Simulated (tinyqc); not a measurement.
Mobility of a non-polar semiconductor in the relaxation-time approximation: one step, computed by the program tinyqc. Command: `OMP_NUM_THREADS=1 python tinyqc.py 3007175 3007176 out.jsonl rta walk`. One thread of a shared host (Intel(R) Xeon(R) Processor @ 2.30GHz), about 0.01 s of CPU time with the checks.

Each valley is treated as a sphere of mass m_d for states and rates, with one isotropic relaxation time; the conductivity mass m_c sets the current.

Question. Fermi level and screening. Parabolic band: E = hbar^2 k^2/(2 m), speed v = hbar k/m, states per spin, volume and energy g(E) = m k/(2 pi^2 hbar^2). Here m = m_d. Masses are multiplied by m_0 and all formulas are in SI units. The reduced Fermi level eta = E_F/(k_B T) solves n = 2 Z int g f dE with f = 1/(1 + exp(x - eta)) (Z = 1 unless valleys are given); screening length L_s = sqrt(eps_s eps_0 k_B T/(e^2 dn/deta)), dn/deta = 2 Z int g f (1 - f) dE. Integrals over x = E/(k_B T) use 160 Gauss-Legendre points in u = sqrt(x) from 0 to sqrt(max(eta, 0) + 32).

Inputs (values chosen for the exercise, modelled on electrons in silicon):

| quantity | value | unit |
|---|---|---|
| equivalent valleys Z | 6 | - |
| static permittivity eps_s | 11.7 | - |
| carrier density n | 5.2e+16 | 1/cm^3 |
| temperature T | 500 | K |

Band: parabolic. Impurity formula: Conwell-Weisskopf. Further scattering: none.

density-of-states mass m_d = 0.3198000 m_0

Constants: k_B = 8.617333262e-05 eV/K; m_0 = 9.1093837015e-31 kg; e = 1.602176634e-19 C; hbar = 1.054571817e-34 J s; eps_0 = 8.8541878128e-12 F/m; k_B = 1.380649e-23 J/K.

Give: reduced Fermi level eta; screening length L_s.

Answer.

reduced Fermi level eta = -7.027

screening length L_s = 23.15 nm

The gas is non-degenerate (eta < -2), and L_s is close to the Debye length.
